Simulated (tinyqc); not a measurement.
Atomic layer deposition: Langmuir saturation, growth per cycle and coating of deep features: one step, computed by the program tinyqc. Command: `OMP_NUM_THREADS=1 python tinyqc.py 3010927 3010928 out.jsonl ald walk`. One thread of a shared host (Intel(R) Xeon(R) Processor @ 2.30GHz), about 0.05 s of CPU time with the checks.

Precursor A sticks only on free sites, so a long enough pulse saturates; co-reactant B then frees the sites again.

Problem. Flux and saturation time. Wall flux F = p/sqrt(2 pi M k_B T); rate of filling k_a = beta F/q; desorption k_d = 1e13 exp(-E_d/(k_B T)) per second. 1/m^2 = 1e-18/nm^2. Temperatures in kelvin are T(C) + 273.15.

Inputs (values chosen for the exercise, modelled on titanium nitride from the chloride and ammonia): precursor mass M = 190 u; site density q = 1.8 1/nm^2; sticking probability beta on free sites = 0.033; precursor pressure p = 6.5 Pa; temperature T = 350 C; desorption energy E_d = 1.8 eV.

Constants: u = 1.6605390666e-27 kg; k_B = 1.380649e-23 J/K; k_B = 8.617333262e-05 eV/K.

Give: flux F; k_a; k_d; time to 99 % without desorption, ln(100)/k_a.

Solution.

flux F = 49772 1/(nm^2 s)

k_a = 912.48 1/s

k_d = 0.027692 1/s

time to 99 % without desorption, ln(100)/k_a = 0.0050468 s
